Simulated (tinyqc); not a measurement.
Thermionic-field emission through a Schottky barrier, WKB: one step of the calculation.

Metal on an n-type semiconductor with one parabolic valley; V > 0 is forward bias (metal positive). Energies E are counted from the conduction edge of the neutral semiconductor, whose Fermi level lies at -xi; that of the metal lies at -xi - V. The barrier is a parabola of height Vd = phi - xi - V (depletion approximation, no image force).

Question. Current density on a coarse grid. For E < Vd, ln T(E) = -(Vd/E00) [sqrt(1 - y) - y ln((1 + sqrt(1 - y))/sqrt(y))], y = E/Vd; T(E) = 1 above. J = A* T (q/kB) int_0^infinity T(E) N(E) dE, N = ln[(1 + exp((-xi - E)/Vt))/(1 + exp((-xi - V - E)/Vt))], A* = 4 pi q me m0 kB^2/h^3 (times 1e-4 for A/(cm^2 K^2)). Simpson's rule on nE equally spaced points from 0 to Eb.

Inputs (values chosen for the exercise); band and dielectric values close to those of In0.53Ga0.47As: temperature T = 350 K; electron mass me = 0.0414 m0; bias V = 0.21 V; points of the energy grid nE = 13; upper end of the energy grid Eb = 0.77 eV.

Constants: q = 1.602176634e-19 C, kB = 1.380649e-23 J/K, h = 6.62607015e-34 J s, m0 = 9.1093837015e-31 kg, Vt = kB T/q. Results are converted to the units shown.

xi = -0.35897282 eV
Vd = 0.58897282 V
E00 = 70.511309 meV

Give: E; T(E); N; T(E) N; J.

Answer.

```
point	E (eV)	T(E)	N	T(E) N
0	0.0000	2.357e-4	6.956	0.001640
1	0.0642	0.001890	6.904	0.01305
2	0.1283	0.007850	6.555	0.05146
3	0.1925	0.02494	5.312	0.1325
4	0.2567	0.06567	3.397	0.2231
5	0.3208	0.1484	1.510	0.2241
6	0.3850	0.2929	0.3516	0.1030
7	0.4492	0.5075	0.04899	0.02487
8	0.5133	0.7685	0.005965	0.004584
9	0.5775	0.9849	7.125e-4	7.017e-4
10	0.6417	1.000	8.491e-5	8.491e-5
11	0.7058	1.000	1.012e-5	1.012e-5
12	0.7700	1.000	1.205e-6	1.205e-6
```

J = 1.014e6 A/cm^2

The integrand peaks at E = 0.321 eV among these points, 0.54 of the barrier height.

Range of the model: The depletion approximation, a parabolic band and the neglect of image-force lowering make these currents estimates at high doping.

Computed by the program tinyqc: `OMP_NUM_THREADS=1 python tinyqc.py 2640043 2640044 out.jsonl`, one thread of a shared Intel Xeon 2.30GHz, about 0.01 s for the whole run.
